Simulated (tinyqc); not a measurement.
# Surface photovoltage measurement of the minority-carrier diffusion length in a wafer, step by step

A worked calculation. Computed by tinyqc, a small Python program that keeps every step. Command: `OMP_NUM_THREADS=1 python tinyqc.py 3130428 3130429 out.jsonl spv walk`. One thread of a shared host (Intel(R) Xeon(R) Processor @ 2.30GHz), about 0.01 s of CPU time with the checks. Intermediate numbers are printed to about 6 digits and carried at full precision; extremes and crossings named in words are read from the listed rows.

Low injection, steady light, a depletion layer much thinner than 1/alpha and L. The excess density dn is taken at the front edge of the neutral region; light that reaches the back is lost.

Inputs (values chosen for the exercise, modelled on p-type silicon at room temperature): diffusion length L = 850 micrometre; wafer thickness W = 625 micrometre; diffusivity D = 33.2 cm^2/s; front recombination velocity S_f = 960 cm/s; back recombination velocity S_b = 430000 cm/s; photon flux entering = 3.9e+13 1/(cm^2 s); minority density at the surface barrier scale n_0 = 7.1e+08 1/cm^3; temperature T = 298 K; wavelength = 997 nm; relative noise of each reading = 0 %; diffusion length after pair splitting over L = 0.7; iron factor C = 1.04e+16 micrometre^2/cm^3.

Constants: k_B = 8.617333262e-05 eV/K.

## One wavelength

alpha = (84.732/lambda - 76.417)^2 per cm with lambda in micrometre (an empirical fit for silicon between 0.7 and 1.05 micrometre). Thick wafer: dn = Phi L/((S_f + D/L)(L + 1/alpha)). Finite wafer, with s = S_b L/D, w = W/L, a = alpha L: dn = [Phi a/(a^2 - 1)] [a - B - exp(-alpha W)(a - s)/(cosh w + s sinh w)]/(S_f + B D/L), B = (sinh w + s cosh w)/(cosh w + s sinh w). Photovoltage V = (k_B T/e) ln(1 + dn/n_0). Lifetime = L^2/D.

alpha = 73.4442 1/cm

penetration depth 1/alpha = 136.158 micrometre

dn, thick wafer = 2.48894e+10 1/cm^3

B = 1.59529

dn, finite wafer = 1.88736e+10 1/cm^3

photovoltage V = 85.1842 mV

lifetime = 217.620 microsecond

Caution: dn is not small against n_0, so V is not linear in the flux; the constant-flux reading then needs dn, not V.

## The linear plot

normal deviates g for the noise: [-0.13, -0.68, 2.07, 1.35, -0.91, -0.11, 0.04]

Readings y = (Phi/dn) (1 + noise x g) at 780, 830, 880, 920, 950, 975 and 995 nm; a least-squares line y = c (1/alpha + L_app) gives L_app = intercept/slope.

Readings:
```
lambda (nm)  1/alpha (micrometre)  y (cm/s)  line (cm/s)
780                         9.636   1612.05      1605.05
830                        15.176   1628.99      1624.70
880                        25.330   1660.64      1660.72
920                        40.658   1709.96      1715.09
950                        61.278   1779.53      1788.24
975                        90.917   1886.66      1893.38
995                       130.888   2044.52      2035.18
```

slope = 3.54742 cm/(s micrometre)

apparent length L_app = 442.819 micrometre

error of L_app (rounded to 0.001) = -47.904 %

Without noise the error would be -47.9 %, from the finite thickness at W/L = 0.7. S_f scales all readings alike and leaves L_app unchanged.

## Where the wafer is too thin

No noise; L is varied at fixed W, and the last two columns set S_b to 0 and to 1e7 cm/s.

Apparent length (micrometre):
```
L           W/L  given S_b  S_b = 0  S_b = 1e7
31.2    20.0321     31.200    31.20     31.200
62.5    10.0000     62.500    62.50     62.500
125.0    5.0000    124.856   125.11    124.854
188.0    3.3245    185.723   190.02    185.706
312.0    2.0032    285.652   338.14    285.537
500.0    1.2500    376.442   647.19    376.132
812.0    0.7697    438.745  1396.39    438.237
1310.0   0.4771    469.573  3034.83    468.947
2500.0   0.2500    485.356  7352.90    484.665
```

With a fast back surface L_app levels off, at 485 micrometre in the last row; with a passive one it reaches up to 2.94 times L among these rows and is 7350 in the last. All three columns are within 5 % of L down to W/L = 3.3.

## Iron from two lengths

Splitting iron-boron pairs in boron-doped silicon shortens L; with nothing else changing, [Fe] = C (1/L_after^2 - 1/L^2). It is evaluated with the true lengths and with the apparent ones (without noise), which differ when the wafer is not thick against L.

L_after = 595 micrometre

[Fe] from the true lengths = 1.49820e+10 1/cm^3

[Fe] from the apparent lengths = 1.10024e+10 1/cm^3

bias, apparent over true less 1 (rounded to 0.001) = -26.562 %

Checks made by the program: dn against a finite-difference solution (relative difference 2e-07).
